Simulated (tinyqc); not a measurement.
How thick the regions must be: ionisation potential and affinity of a slab from the planar-averaged potential.

A model of the planar-averaged electrostatic energy of an electron in a periodic cell of N1 periods of A (L1 = N1 n1 h) and N2 periods of vacuum (L2 = N2 n2 h), on z_j = j h: V(z) = f VA + (1 - f) VB + F t(z), VA = V1[0] + V1[1] cos(2 pi z/(n1 h)) + V1[2] cos(4 pi z/(n1 h)), VB the same with V2, n2 and z - L1. f = [tanh(z/w) - tanh((z - L1)/w) + tanh((z - L1 - L2)/w)]/2 + 1/2; t(z) = z - L1/2 in A and (L1/L2)(L1 + L2/2 - z) beyond, so that the cell is periodic.

Running mean over n points, periodic: for odd n the plain mean of the n points centred on j; for even n the n + 1 points with half weight at both ends. The macroscopic average applies the mean over n1 points and then over n2 points.

Values chosen for the exercise (gap near that of GaN; the results hold for these values, not for the real material): h = 0.3 angstrom (grid step); n1 = 5 (grid points per period of A); n2 = 7 (grid points per period of the vacuum filter); V1 = (-7.2, 1.78, 1) eV (mean and two harmonics of the potential in A); V2 = (0, 0, 0) eV (the same in vacuum); w = 0.48 angstrom (width of the interfaces).

N1 = N2 = N, no slope (F = 0); dV is read at j = floor(N n1/2) and N n1 + floor(N n2/2). The exact value is V2[0] - V1[0].

Results:

| N | L1 (angstrom) | dV (eV) | error (meV) |
|---|---|---|---|
| 1 | 1.50 | 2.7927 | -4407.29 |
| 2 | 3.00 | 6.6455 | -554.50 |
| 3 | 4.50 | 7.1543 | -45.71 |
| 4 | 6.00 | 7.1987 | -1.32 |
| 5 | 7.50 | 7.1999 | -0.09 |
| 6 | 9.00 | 7.2000 | 0.00 |

What can be read from this table?

The error is below 10 meV from N = 4 on. The two windows together span 3.60 angstrom and must fit between the interface tails, which fall as exp(-2 z/w); the errors at N = 2, 3 and 4 are -554.50, -45.71 and -1.32 meV.

tinyqc: `OMP_NUM_THREADS=1 python tinyqc.py 1850736 1850737 out.jsonl`; about 0.01 s, one thread, shared Intel(R) Xeon(R) Processor @ 2.30GHz.
